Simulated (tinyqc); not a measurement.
Quasiparticle equation with a plasmon-pole self-energy for two band edges, step by step. Values are carried at full precision from step to step, so a last printed digit may differ when a step is redone from the rounded ones.

For each edge E = e + X + Sc(E), with the correlation part Sc(E) = A[0]/(E - a + w) + A[1]/(E - b - w); a and b are the valence and conduction energies that enter the Green function (a = ev, b = ec in the one-shot scheme). Z = 1/(1 - dSc/dE), dSc/dE = -A[0]/(E - a + w)^2 - A[1]/(E - b - w)^2.

Inputs chosen for the exercise (scales of the order of those of SiO2; shifted at random, so the results belong to these values and not to a real crystal): ev = 0 eV (mean-field valence top); ec = 5.71 eV (mean-field conduction edge); w = 18.8 eV (pole energy); Av = (41.2, 23.7) eV^2 (weights of the valence state on the hole and electron poles); Ac = (18.1, 46.8) eV^2 (the same for the conduction state); Xv = -2.72 eV (exchange minus the mean-field potential, valence); Xc = 3.58 eV (the same, conduction).

## Linearised one-shot correction

Evaluate Sc and its slope at the mean-field energy; E = e + Z (X + Sc).

Terms:
```
edge        Sc (eV)   dSc/dE       Z  X + Sc (eV)   E (eV)
valence      1.2245  -0.1560  0.8650      -1.4955  -1.2936
conduction  -1.7509  -0.1625  0.8602       1.8291   7.2834
```

gap = 8.5770 eV
gap with Z = 1 = 9.0346 eV

The gap opens by 2.867 eV, 45 % of it by lowering the valence top. Setting Z = 1 would overshoot by 0.458 eV.

## Solving the equation for the conduction edge

Newton steps on f(E) = E - ec - Xc - Sc(E) from E = ec; the first step is the linearised result.

Iterates:
```
step   E (eV)   Sc (eV)     f (eV)
0     5.71000  -1.75089  -1.829112
1     7.28337  -2.02280   0.016168
2     7.26972  -2.02028   0.000002
3     7.26972  -2.02028   0.000000
```

The linearisation errs by +13.7 meV, as the shift is only 0.083 of the pole energy.

## All solutions for the valence state

Multiplying out gives a cubic; give its three roots and their weights Z.

roots (eV): -21.106  -1.286  25.382

weights: 0.1142  0.8547  0.0311

The weights add up to 1. The satellite below lies 19.82 eV from the main peak, 5 % more than w: this scheme places plasmon satellites too far out, and gives one where a cumulant form gives a series.

## Updating the energies in the Green function

Solve both equations exactly, put the results in place of a and b, and repeat five times; w is kept.

Cycles (eV):
```
cycle       Ev      Ec     gap
1      -1.2863  7.2697  8.5560
2      -1.3808  7.4361  8.8169
3      -1.3859  7.4533  8.8393
4      -1.3860  7.4552  8.8412
5      -1.3859  7.4554  8.8414
```

The update moves the gap by +285 meV from the one-shot value; each cycle shrinks the change to about 0.09 of the one before.

## Checks

- Sum of the weights of the three roots: both 1.000000.
- Newton result against the root by bisection (eV): both 7.26972.

(tinyqc, `OMP_NUM_THREADS=1 python tinyqc.py 1850397 1850398 out.jsonl`, Intel(R) Xeon(R) Processor @ 2.30GHz, 1 thread, shared host, about 0.03 s.)
